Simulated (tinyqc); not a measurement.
## Diffusion length from constant photovoltage

Question. In a thick sample with a thin depletion layer the excess density at its edge goes as flux/(1/alpha + L), so the flux needed for a fixed surface photovoltage is proportional to 1/alpha + L. Find L.

photon flux for the same photovoltage at absorption coefficients 84 and 610 1/cm (relative units): [239.04762, 136.39344]

Solution. The line of flux against 1/alpha meets zero at -L.

slope against 1/alpha = 1.000 1/um
L = 120.0 um

Program tinyqc, `OMP_NUM_THREADS=1 python tinyqc.py 2430030 2430031 out.jsonl`; Intel Xeon 2.30GHz, shared host, one thread, about 0.01 s.
